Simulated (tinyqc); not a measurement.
Inside a calculation: two-dimensional electron gas with Rashba and Dresselhaus coupling. Values are carried at full precision from step to step, so a last printed digit may differ when a step is redone from the rounded ones.

H = c k^2/m + al (ky sx - kx sy) + b1 (kx sx - ky sy) + gam kx ky (kx sy - ky sx), s the Pauli matrices, x = [100], c = hbar^2/2m0, b1 = gam (pi/L)^2 (hard walls). H = c k^2/m + B.s, so E = c k^2/m -/+ |B| and the lower state has its spin along -B.

Constants: hbar^2/2m0 = 3.80998211 eV angstrom^2; hbar = 6.58211957e-16 eV s.

Parameters, chosen for this exercise (of the size met in InGaAs; shifted at random, so the results belong to these values and not to a real crystal):
- m = 0.0405 m0 (mass)
- al = 0.2 eV angstrom (Rashba constant)
- gam = 24.5 eV angstrom^3 (bulk Dresselhaus constant)
- L = 81 angstrom (width of the (001) well)
- n = 17 1e11/cm^2 (sheet density (one subband filled))
- phi = 60 degrees (angle of k from [100])

## Scales

b1; mean Fermi wave vector k0 = sqrt(2 pi n) (1e11/cm^2 = 1e-5/angstrom^2); E0 = c k0^2/m; b3 = gam k0^2/4; kR = al m/(2c) and ER = al kR/2, the shift and depth of a pure Rashba band.

b1 = 0.03685 eV angstrom
k0 = 0.032682 1/angstrom
E0 = 100.484 meV
b3 = 0.006542 eV angstrom
kR = 0.001063 1/angstrom
ER = 0.1063 meV

The ratio al/(b1 - b3) is 6.60; kR is 3.3 % of k0.

## Spin-orbit field at one point of the Fermi circle

k = k0 (cos phi, sin phi). Form B, the splitting 2|B| and the direction of the lower spin, atan2(-By, -Bx).

Bx, By (meV): 5.9423  -4.1262

splitting = 14.4688 meV
direction of the lower spin = 145.2 degrees

## The matrix

H = [[E0, Bx - i By], [Bx + i By, E0]] in meV; diagonalise. Precession period h/(2|B|) = 2 pi hbar/(splitting).

H (meV):
```
                  up            down
up          100.4840  5.9423+4.1262i
down  5.9423-4.1262i        100.4840
```

levels (meV): 93.2496  107.7183

period = 0.286 ps

## The two wave vectors at the energy E0 along this direction

Solve c k^2/m -/+ |B(k)| = E0. The spin turns by (k_outer - k_inner) per length, so a half turn takes pi/(difference).

k (1/angstrom): outer 0.033875, inner 0.031523

difference = 0.002352 1/angstrom
length of a half turn = 133.5 nm

For linear terms alone the difference is (m/c)|B|/k, whatever the energy: every electron along this direction turns alike, the basis of the spin transistor. The cubic term makes it depend on density.

## Checks

- Difference of the Fermi wave vectors without Dresselhaus terms against al m/c: both 0.0021260.

Run: tinyqc, `OMP_NUM_THREADS=1 python tinyqc.py 1481382 1481383 out.jsonl`; Intel(R) Xeon(R) Processor @ 2.30GHz, one thread, shared host; about 0.01 s of CPU time with all checks.
